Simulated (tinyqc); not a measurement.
# Ballistic Schottky-barrier transistor with a one-dimensional channel, WKB contacts, step by step

Computed by the program tinyqc: `OMP_NUM_THREADS=1 python tinyqc.py 2390137 2390138 out.jsonl`, one thread of a shared Intel Xeon 2.30GHz, about 0.08 s for the whole run. Printed values are rounded.

Source Fermi level 0, drain Fermi level -Vd. Far from the contacts Ec = pn - psi, and the gate moves psi one to one; the band edges relax as exp(-x/lam) from pn at the source and pn - Vd at the drain; Ev = Ec - Eg. A carrier of energy w inside the channel band meets at a contact a barrier of height D (the contact edge beyond the channel edge): T = 1 for w >= D, else exp(-S), S = 4 lam sqrt(m/C) [sqrt(D - w) - sqrt(w) arctan sqrt((D - w)/w)], C = hbar^2/(2 m0). The two contacts combine as Ts Td/(Ts + Td - Ts Td).

Inputs (values chosen for the exercise); channel values close to those of a silicon nanowire with silicide contacts:
```
symbol  value  unit                                        meaning
T         300     K                                    temperature
Eg       1.12    eV                                       band gap
pn       0.89    eV         barrier for electrons at both contacts
mn       0.19    m0                                  electron mass
mp       0.25    m0                                      hole mass
g           2                                  valleys or subbands
lam         1    nm               screening length at the contacts
Vd       0.05     V                                     drain bias
ps       0.79     V      band shift psi of the channel by the gate
w0       0.46    eV  energy of one carrier inside the channel band
wm       0.97    eV                          upper end of the grid
nE         13                                   points of the grid
```

Constants: q = 1.602176634e-19 C, kB = 1.380649e-23 J/K, hbar = 1.054571817e-34 J s, h = 6.62607015e-34 J s, m0 = 9.1093837015e-31 kg, Vt = kB T/q, hbar^2/(2 m0) = 0.0380998212 eV nm^2. Results are converted to the units shown.

Range of the model: No scattering, image-force lowering, channel charge or band-to-band tunnelling; parabolic kappa overstates S deep in the gap.

## Band edges and barriers

Electrons: Ds = psi, Dd = psi - Vd, Es = Ec, Ed = Ec + Vd. Holes: Ds = -psi, Dd = Vd - psi, Es = -Ev, Ed = -Ev - Vd. The size of each current is taken; both flow from drain to source and add.

Ec = 0.1 eV
Ev = -1.02 eV
D for electrons (eV): source 0.790000, drain 0.740000
D for holes (eV): source -0.790000, drain -0.740000

A negative D is no barrier. Here the electrons carry the larger current.

## Transmission of one of the electrons

S and T at both contacts for w = w0, and the tunnelling distance lam ln(D/w) at the higher barrier.

S at the source = 0.873891
S at the drain = 0.712737
combined T = 0.291054
tunnelling distance = 0.540806 nm

## Current of the electrons on a coarse grid

I = g (2 q^2/h) int T(w) [f(Es + w) - f(Ed + w)] dw, f(y) = 1/(1 + exp(y/Vt)). Electrons: Ds = psi, Dd = psi - Vd, Es = Ec, Ed = Ec + Vd. Holes: Ds = -psi, Dd = Vd - psi, Es = -Ev, Ed = -Ev - Vd. The size of each current is taken; both flow from drain to source and add. Simpson's rule on nE equally spaced w from 0 to wm.

```
point    w (eV)          Ts          Td           T  size of the supply difference
0      0.000000  3.56413e-4  4.60100e-4  2.00877e-4                      0.0174572
1      0.080833   0.0127792   0.0162696  0.00720894                     7.83195e-4
2      0.161667   0.0439396   0.0551232   0.0250629                     3.43847e-5
3      0.242500    0.101986    0.125945   0.0597185                     1.50815e-6
4      0.323333    0.192145    0.233278    0.117770                     6.61461e-8
5      0.404167    0.315283    0.375697    0.206890                     2.90111e-9
6      0.485000    0.466576    0.544471    0.335580                    1.27240e-10
7      0.565833    0.634735    0.722960    0.510552                    5.58064e-12
8      0.646667    0.801618    0.886057    0.726706                    2.44762e-13
9      0.727500    0.940971    0.994354    0.935970                    1.07350e-14
10     0.808333           1           1           1                    4.70829e-16
11     0.889167           1           1           1                    2.06501e-17
12     0.970000           1           1           1                    9.05696e-19
```

current = 1.17714e-4 uA

A converged quadrature gives 1.495e-4 uA; this grid is 21 % below that. Under 0.001 % of it passes over both barriers, the rest tunnels. The other carrier adds 1.74e-16 uA.
